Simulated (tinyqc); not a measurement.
## Doping and flat-band voltage from the body effect

Question. VT = Vfb + 2 phiF + gamma sqrt(2 phiF + Vsb), phiF = Vt ln(Na/ni), gamma = sqrt(2 q eps0 eps_r Na)/Cox, Cox = eps0 eox/tox. Find Na, gamma and Vfb from two thresholds.

Parameters, values chosen for the exercise; material values close to those of silicon:
- T = 400 K (temperature)
- eps_r = 11.7 (relative permittivity of the semiconductor)
- eox = 9.24 (relative permittivity of the gate insulator)
- tox = 69 nm (insulator thickness)

Constants: q = 1.602176634e-19 C, kB = 1.380649e-23 J/K, Vt = kB T/q, eps0 = 8.8541878128e-14 F/cm where lengths are in cm. Results are converted to the units shown.

VT at Vsb = 0 and 1.4 V (V): [1.3979891, 2.3728959]
ni = 2.7496805e12 cm^-3

Solution. The difference of the thresholds, gamma [sqrt(2 phiF + Vsb) - sqrt(2 phiF)], holds no Vfb and rises with Na, so it has one root; Vfb then follows from the first threshold.

Na = 1.10e17 cm^-3
gamma = 1.61 V^0.5
Vfb = -0.710 V

Computed by the program tinyqc: `OMP_NUM_THREADS=1 python tinyqc.py 2360012 2360013 out.jsonl`, one thread of a shared Intel Xeon 2.30GHz, about 0.04 s for the whole run.
